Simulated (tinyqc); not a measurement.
Global model of a low-pressure process discharge: electron temperature, density, ion flux and ion energy: one step, computed by the program tinyqc.

Maxwellian electrons with temperature T_e in eV, one positive ion, no negative ions, uniform bulk density n; rate constants have the Arrhenius form.

Question. Geometry factors. n_g = p/(k_B T_g); lambda_i = 1/(n_g sigma); h_L = 0.86/sqrt(3 + L/(2 lambda_i)), h_R = 0.8/sqrt(4 + R/lambda_i); A_eff = 2 pi R^2 h_L + 2 pi R L h_R; d_eff = pi R^2 L/A_eff.

Inputs (values chosen for the exercise, of the order of those of an inductive discharge in a simple atomic gas):

| quantity | value | unit |
|---|---|---|
| ion-neutral cross section | 9.9e-19 | m^2 |
| pressure p | 9.7 | Pa |
| gas temperature T_g | 300 | K |
| radius R | 12 | cm |
| height L | 16 | cm |

Constants: k_B = 1.380649e-23 J/K.

Give: gas density n_g; ion mean free path; h_L; h_R; A_eff; d_eff.

Answer.

gas density n_g = 2.342e+21 1/m^3

ion mean free path = 0.04313 cm

h_L = 0.06264

h_R = 0.04762

A_eff = 114.1 cm^2

d_eff = 63.42 cm

Caution: at so short an ion path the formulas for h_L and h_R give way to the ambipolar-diffusion limit.
